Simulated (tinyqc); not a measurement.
Surface potential of a MOS transistor: implicit equation and explicit approximations: two steps of the calculation.

p-type body, charge-sheet picture, depletion and inversion only, full ionisation (an idealisation for deep acceptors), Boltzmann statistics (rough once Na exp(x - xn) passes about Nc/7). In units of Vt: xg = (Vg - Vfb)/Vt, x = psi/Vt, G = gamma/sqrt(Vt), xn = (2 phiF + Vc)/Vt. The implicit equation is (xg - x)^2 = G^2 [x - 1 + exp(x - xn)] for x above about 3. Cox = eps0 eox/tox.

Inputs (values chosen for the exercise); band and dielectric values those of a made-up semiconductor:
- T = 350 K (temperature)
- Eg = 0.863 eV (band gap)
- eps_r = 11 (relative permittivity)
- Nc = 4.57e19 cm^-3 (conduction-band density of states at T)
- Nv = 2.73e19 cm^-3 (valence-band density of states at T)
- eox = 25.6 (relative permittivity of the gate insulator (close to zirconium oxide))
- tox = 57 nm (insulator thickness)
- Na = 8.4e16 cm^-3 (acceptor density)
- Vfb = -0.59 V (flat-band voltage)
- Vc = 1 V (channel-body voltage)
- Vg = 1.36 V (gate-body voltage)

Constants: q = 1.602176634e-19 C, kB = 1.380649e-23 J/K, Vt = kB T/q, eps0 = 8.8541878128e-14 F/cm where lengths are in cm. Results are converted to the units shown.

Problem 1. Scales. ni = sqrt(Nc Nv) exp(-Eg/(2 Vt)), Eg in volts; phiF = Vt ln(Na/ni); gamma = sqrt(2 q eps0 eps_r Na)/Cox; VT = Vfb + Vt (xn + G sqrt(xn - 1)).

Give: phiF; gamma; G; xn; VT; xg.

Solution 1.

phiF = 0.2493 V
gamma = 0.4072 V^0.5
G = 2.344
xn = 49.69
VT = 1.402 V
xg = 64.65

Problem 2. Potential, charges and gate control. psi = Vt x; N_dep = Cox Vt G sqrt(x - 1)/q; N_inv = (Cox Vt G/q) [sqrt(x - 1 + exp(x - xn)) - sqrt(x - 1)]; dpsi/dVg = 1/[1 + G^2 (1 + exp(x - xn))/(2 (xg - x))].

converged x = 48.453852
G = 2.3444784
xn = 49.686330
xg = 64.653744

Give: psi; N_dep; N_inv; dpsi/dVg.

Solution 2.

psi = 1.461 V
N_dep = 1.209e12 cm^-2
N_inv = 3.709e9 cm^-2
dpsi/dVg = 0.8203

psi lies 1.2 Vt below 2 phiF + Vc.

tinyqc, about 0.01 s, one thread, Intel Xeon 2.30GHz (shared host): `OMP_NUM_THREADS=1 python tinyqc.py 2122244 2122245 out.jsonl`
